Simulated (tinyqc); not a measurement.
Surface potential of a MOS transistor: implicit equation and explicit approximations: one step of the calculation.

p-type body, charge-sheet picture, depletion and inversion only, full ionisation (an idealisation for deep acceptors), Boltzmann statistics (rough once Na exp(x - xn) passes about Nc/7). In units of Vt: xg = (Vg - Vfb)/Vt, x = psi/Vt, G = gamma/sqrt(Vt), xn = (2 phiF + Vc)/Vt. The implicit equation is (xg - x)^2 = G^2 [x - 1 + exp(x - xn)] for x above about 3. Cox = eps0 eox/tox.

Question. New x. D = exp(x - xn), f = (xg - x)^2 - G^2 (x - 1 + D), f' = -2 (xg - x) - G^2 (1 + D), x(new) = x - f/f'.

x at the start = 16.97
G = 0.18153849
xn = 16.762152
xg = 17.696890

Wanted: D; f; f'; x after iteration 1.

Answer.

D = 1.231
f = -0.03851
f' = -1.527
x after iteration 1 = 16.94

tinyqc, about 0.01 s, one thread, Intel Xeon 2.30GHz (shared host): `OMP_NUM_THREADS=1 python tinyqc.py 2122012 2122013 out.jsonl`
